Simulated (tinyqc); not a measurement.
From results back to parameters: one-oscillator model of a band gap. Three cases, with inputs chosen for the exercise.

Problem. A gap follows E(T) = E0 - s1 t1/(exp(t1/T) - 1) with the zero-point term ZP = s1 t1/2, which scales as M^(-1/2). The shift of E0 on going from M to M + dM and the limiting slope at high T are given.

Case 1.

Values chosen (out of a larger set: near those of InAs; not measured data): M = 95.09 u (mean atomic mass); dM = -0.61 u (change of the mean mass (not bounded by the natural isotopes)).

shift of E0 = -0.051763 meV
limiting slope s1 = 0.249 meV/K

Case 2.

Values chosen (out of a larger set: near those of AlN; not measured data): M = 20.49 u (mean atomic mass); dM = 1.01 u (change of the mean mass (not bounded by the natural isotopes)).

shift of E0 = 7.246618 meV
limiting slope s1 = 0.797 meV/K

Case 3.

Values chosen (out of a larger set: near those of diamond; not measured data): M = 11.99 u (mean atomic mass); dM = 0.63 u (change of the mean mass (not bounded by the natural isotopes)).

shift of E0 = 7.570438 meV
limiting slope s1 = 0.543 meV/K

Find: sqrt(M/(M + dM)); ZP; t1.

Solution. The shift is ZP (1 - sqrt(M/(M + dM))); then t1 = 2 ZP/s1.

Case 1.

sqrt(M/(M + dM)) = 1.003223
ZP = 16.06 meV
t1 = 129 K

Case 2.

sqrt(M/(M + dM)) = 0.976229
ZP = 304.85 meV
t1 = 765 K

Case 3.

sqrt(M/(M + dM)) = 0.974720
ZP = 299.46 meV
t1 = 1103 K

Computed by tinyqc, one run a case: `OMP_NUM_THREADS=1 python tinyqc.py N N+1 out.jsonl` with N = 1880462, 1880499, 1880517; one thread of a shared Intel(R) Xeon(R) Processor @ 2.30GHz, about 0.01 s a run at most.
